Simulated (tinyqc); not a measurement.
CISD on RHF in the sto-6g basis, for H4, spin multiplicity 1, step by step. One step of it, computed by the program tinyqc.

Problem. CISD: roots. Diagonalise (each vector has its largest component positive (the first on a tie)); all determinants have Ms = 0, so triplets appear too. The lowest singlet root is the correlation energy. The Davidson correction is (1 - c0^2) E_corr, c0 the coefficient of the reference.

Occupation strings over the orbitals (2 doubly, a alpha, b beta, 0 empty; spin orbitals ordered 1a 1b 2a 2b ...): 2200 2a0b a2b0 2b0a b2a0 aabb 2020 abab 2002 abba baab 0220 baba 0202 bbaa

H - E(HF) between determinants (hartree), lower triangle:
```
           2200       2a0b       a2b0       2b0a       b2a0       aabb       2020       abab
2200   0.000000
2a0b   0.000000   0.626410
a2b0   0.000000   0.101810   0.546772
2b0a   0.000000  -0.110521   0.107319   0.626410
b2a0   0.000000   0.107319  -0.106638   0.101810   0.546772
aabb   0.016428  -0.022539  -0.028467   0.000000   0.000000   0.943825
2020   0.099065  -0.045048  -0.043171   0.045048   0.043171  -0.090891   0.990328
abab   0.090891   0.043171   0.045048  -0.005183  -0.006928  -0.099065  -0.118238   1.161086
2002   0.110521   0.023862   0.000000  -0.023862   0.000000   0.107319   0.221687  -0.209129
abba  -0.107319   0.000000  -0.023509   0.025815   0.000000  -0.110521   0.209129  -0.221687
baab  -0.107319  -0.025815   0.000000   0.000000   0.023509  -0.106638   0.209129  -0.212734
0220   0.106638   0.000000   0.019919   0.000000  -0.019919   0.107319   0.212734  -0.209129
baba   0.090891   0.005183   0.006928  -0.043171  -0.045048  -0.094628  -0.118238   0.000000
0202   0.094628  -0.006928  -0.005183   0.006928   0.005183  -0.090891   0.000000  -0.118238
bbaa   0.016428   0.000000   0.000000   0.022539   0.028467   0.000000  -0.090891  -0.094628

           2002       abba       baab       0220       baba       0202      bbaa
2002   1.276474
abba   0.101810   1.184552
baab   0.101810   0.000000   1.184552
0220   0.000000   0.101810   0.101810   1.113337
baba  -0.209129  -0.212734  -0.221687  -0.209129   1.161086
0202   0.212734   0.209129   0.209129   0.221687  -0.118238   1.340470
bbaa   0.107319  -0.106638  -0.110521   0.107319  -0.099065  -0.090891  0.943825
```

Give: lowest roots of this matrix, relative to E(HF); lowest vectors; <S^2> of these roots; weight of the ground state by excitation level 0, 1, 2, ...; Davidson correction.

Solution.

lowest roots of this matrix, relative to E(HF) (hartree): -0.0785  0.2641  0.4832  0.5330  0.6734  0.6799  0.7494  0.9481

lowest vectors:
```
       root 1   root 2   root 3  root 4
2200   0.9642   0.0000   0.0068  0.0000
2a0b   0.0039  -0.4523   0.1712  0.0000
a2b0   0.0047   0.5428   0.2592  0.0000
2b0a  -0.0039  -0.4523  -0.1712  0.0000
b2a0  -0.0047   0.5428  -0.2592  0.0000
aabb  -0.0087   0.0079   0.2455  0.4082
2020  -0.1096   0.0000   0.5158  0.0000
abab  -0.0880  -0.0036  -0.1317  0.4082
2002  -0.0886   0.0000  -0.3339  0.0000
abba   0.0967   0.0265  -0.1138  0.4082
baab   0.0967  -0.0265  -0.1138  0.4082
0220  -0.0979   0.0000  -0.4202  0.0000
baba  -0.0880   0.0036  -0.1317  0.4082
0202  -0.0800   0.0000   0.2679  0.0000
bbaa  -0.0087  -0.0079   0.2455  0.4082
```

<S^2> of these roots: 0.0000  2.0000  0.0000  6.0000  0.0000  2.0000  0.0000  2.0000

weight of the ground state by excitation level 0, 1, 2, ...: 0.9297  0.0001  0.0702

Davidson correction = -0.005519 hartree
